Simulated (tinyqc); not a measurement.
# p-n diode, drift-diffusion by the Gummel loop with Scharfetter-Gummel fluxes: two studies

Abrupt junction at x = 0, p side from -Lp, n side to Ln, ohmic contacts. psi is counted from the intrinsic level; n = ni exp((psi - phin)/Vt), p = ni exp((phip - psi)/Vt). Contacts: p side psi = V - Vt ln(Na/ni), p = Na, n = ni^2/Na; n side psi = Vt ln(Nd/ni), n = Nd, p = ni^2/Nd. Constant mobilities, D = mu Vt, Boltzmann statistics, SRH recombination through a mid-gap level, U = (n p - ni^2)/(tp (n + ni) + tn (p + ni)). Current is positive from the p contact to the n contact.

Values chosen for this exercise; band and dielectric values close to those of silicon: temperature T = 300 K; band gap Eg = 1.1 eV; relative permittivity eps_r = 11.6; conduction-band density of states at T Nc = 2.81e19 cm^-3; valence-band density of states at T Nv = 2.62e19 cm^-3; acceptor density of the p side Na = 5e16 cm^-3; donor density of the n side Nd = 9.1e17 cm^-3; electron mobility mun = 600 cm^2/(V s); hole mobility mup = 240 cm^2/(V s); SRH lifetime of electrons tn = 2e-10 s; SRH lifetime of holes tp = 4e-9 s; length of the p side Lp = 1.4 um; length of the n side Ln = 1.1 um; uniform generation rate G = 0 cm^-3 s^-1.

Constants: q = 1.602176634e-19 C, kB = 1.380649e-23 J/K, Vt = kB T/q, eps0 = 8.8541878128e-14 F/cm where lengths are in cm. Results are converted to the units shown.

Each table varies one quantity; the others keep the values above.

## Current against voltage in the dark

ni = sqrt(Nc Nv) exp(-Eg/(2 Vt)), Eg in volts. Poisson and both continuity equations are solved self-consistently with Scharfetter-Gummel fluxes on a graded mesh of 500 nodes. J_scr is q times the integral of U between -xp and xn. Ideal diffusion current J_id = q ni^2 [Dn coth(wp/Le)/(Le Na) + Dp coth(wn/Lh)/(Lh Nd)] (exp(V/Vt) - 1), Le = sqrt(Dn tn), Lh = sqrt(Dp tp), wp = Lp - xp, wn = Ln - xn, with xp and xn from the depletion approximation (W = sqrt(2 eps0 eps_r (Vbi - V)(1/Na + 1/Nd)/q), xp = W Nd/(Na + Nd), xn = W Na/(Na + Nd), Vbi = Vt ln(Na Nd/ni^2)). Ideality factor = 0.004 V/(Vt ln[J(V + 0.004 V)/J(V)]). Here G = 0.

In this table G = 0 cm^-3 s^-1.

Current against voltage in the dark:
columns A: V (V); B: J (A/cm^2); C: ideality factor; D: J_scr/J (%); E: J_id (A/cm^2); F: share recombining at the contacts (%); G: larger minority/doping at -xp and xn
```
A           B     C     D        E       F         G
0.17  4.81e-5  1.80  99.7  1.61e-7  0.0694  1.09e-10
0.24  2.13e-4  1.83  98.9  2.42e-6   0.233   1.61e-9
0.31  9.51e-4  1.78  96.2  3.63e-5   0.771   2.40e-8
0.38  0.00460  1.64  88.2  5.44e-4    2.36   3.55e-7
0.45   0.0269  1.41  69.7  0.00816    5.95   5.24e-6
0.52    0.213  1.21  43.0    0.122    11.0   7.67e-5
0.59     2.26  1.10  20.5     1.83    15.3   0.00110
0.66     26.1  1.16  7.28     27.5    19.7    0.0148
0.73      214  1.44  2.00      411    39.3     0.148
```

J rises from 4.81e-5 to 214 A/cm^2; the ideality factor moves up and down between 1.10 and 1.83. Recombination in the depleted layer carries over half of the current up to V = 0.45 V, where the factor is 1.41; it grows roughly as exp(V/2 Vt), so diffusion overtakes it. Where the factor is lowest (V = 0.59 V), J is 24 % above the ideal diffusion current. From V = 0.73 V on the minority density at an edge of the layer exceeds a tenth of the doping, and in the last row J is 48 % below the ideal value.

## Effect of the donor density of the n side at fixed bias

Same model as above.

In this table V = 0.46 V.

Effect of the donor density of the n side at fixed bias:
columns A: Nd (cm^-3); B: J (A/cm^2); C: ideality factor; D: J_scr/J (%); E: J_id (A/cm^2); F: share recombining at the contacts (%); G: larger minority/doping at -xp and xn
```
A            B     C     D       E     F        G
9.1e17  0.0354  1.38  66.2  0.0120  6.63  7.68e-6
1.4e18  0.0354  1.38  66.3  0.0120  6.55  7.64e-6
2.1e18  0.0353  1.38  66.4  0.0119  6.50  7.57e-6
3.1e18  0.0353  1.38  66.5  0.0119  6.47  7.50e-6
4.7e18  0.0353  1.38  66.5  0.0119  6.45  7.41e-6
7e18    0.0353  1.38  66.6  0.0119  6.44  7.31e-6
```

What does the table show?

As Nd rises from 9.1e17 to 7e18, J stays near 0.0353 A/cm^2, the share of the depleted layer rises from 66.2 to 66.6 % and the share lost at the contacts falls from 6.63 to 6.44 %. The exponent d ln J/d ln Nd is 0.00 between the first two rows and 0.00 between the last two. J less J_scr is 0.81 % below J_id in the last row.

Numbers from tinyqc (`OMP_NUM_THREADS=1 python tinyqc.py 2240069 2240070 out.jsonl`; about 0.1 s on one thread of a shared Intel Xeon 2.30GHz).
